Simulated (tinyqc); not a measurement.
Changing the width of the heat source w: self-heating of a transistor with one or more fingers, with temperature-dependent conductivity. Computed by tinyqc, a small Python program. Command: `OMP_NUM_THREADS=1 python tinyqc.py 3023707 3023708 out.jsonl selfheat sweep`. One thread of a shared host (Intel(R) Xeon(R) Processor @ 2.30GHz), about 0.08 s of CPU time with the checks.

N long parallel fingers lie on the top face of a slab whose bottom is held at T_0; the top is otherwise insulated, and heat flows in two dimensions. P in W/mm is 1000 P in W/m.

Inputs (values chosen for the exercise, modelled on gallium oxide):

| quantity | value | unit |
|---|---|---|
| conductivity at the base temperature kappa_0 | 21.6 | W/(m K) |
| power per gate width P | 0.3 | W/mm |
| fingers N | 1 | - |
| finger pitch s | 40 | micrometre |
| substrate thickness t | 330 | micrometre |
| phonon free path Lambda | 32 | nm |

Power: power rises with temperature.

Method:
- A line source of power P on the top face raises the top at distance x by (P/(pi kappa_0)) g(x), g(x) = -ln tanh(pi x/(4 t)) (the image sum for the slab). On a strip of width w the centre sees the mean of g over the strip, g_0 = 1 + ln(8 t/(pi w)) for w much below t.
- theta_i = (P/(pi kappa_0)) [g_0 + sum over j != i of g(|i - j| s)], with equal powers and constant conductivity; thermal resistance = largest theta/P.
- Near a source smaller than the free path, Fourier's law overstates the flow. Rough estimate: a strip that emits phonons into a half space adds a resistance times area of 4 Lambda/(3 kappa_0), from the ballistic flux C v Delta T/4 with kappa_0 = C v Lambda/3, so Delta T_b = 4 Lambda P/(3 kappa_0 w); Knudsen number Lambda/w.

One run for each value:

| width of the heat source w (micrometre) | thermal resistance (K mm/W) | ballistic rise Delta T_b (K) | Delta T_b / largest theta | Knudsen number |
|---|---|---|---|---|
| 0.03 | 165.6 | 19.75 | 0.3975 | 1.067 |
| 0.06 | 155.4 | 9.88 | 0.2118 | 0.533 |
| 0.12 | 145.2 | 4.94 | 0.1134 | 0.267 |
| 0.24 | 135.0 | 2.47 | 0.0610 | 0.133 |
| 0.49 | 124.5 | 1.21 | 0.0324 | 0.065 |
| 0.99 | 114.1 | 0.60 | 0.0175 | 0.032 |
| 2.00 | 103.8 | 0.30 | 0.0095 | 0.016 |
| 4.00 | 93.5 | 0.15 | 0.0053 | 0.008 |

Over the rows, thermal resistance (K mm/W) falls from 166 to 93.5 (exponent d ln y / d ln x -0.092 between the first rows and -0.15 between the last); ballistic rise Delta T_b (K) falls from 19.8 to 0.148 (exponent d ln y / d ln x about -1.0 throughout); Delta T_b / largest theta falls from 0.397 to 0.00528 (exponent d ln y / d ln x -0.91 between the first rows and -0.85 between the last). The exponent of ballistic rise Delta T_b stays at -1: the ballistic term goes as the flux P/w. The Fourier resistance grows only as ln(1/w), the ballistic term as 1/w, so the latter gains weight for narrow sources; it passes a tenth of the Fourier rise between w = 0.12 and 0.24 micrometre.

Caution (rows 0.0300, 0.0600): the source is narrower than two phonon free paths, so the Fourier result understates the rise at the source.

Extremes, crossings and ranges named in words are read from the listed rows.
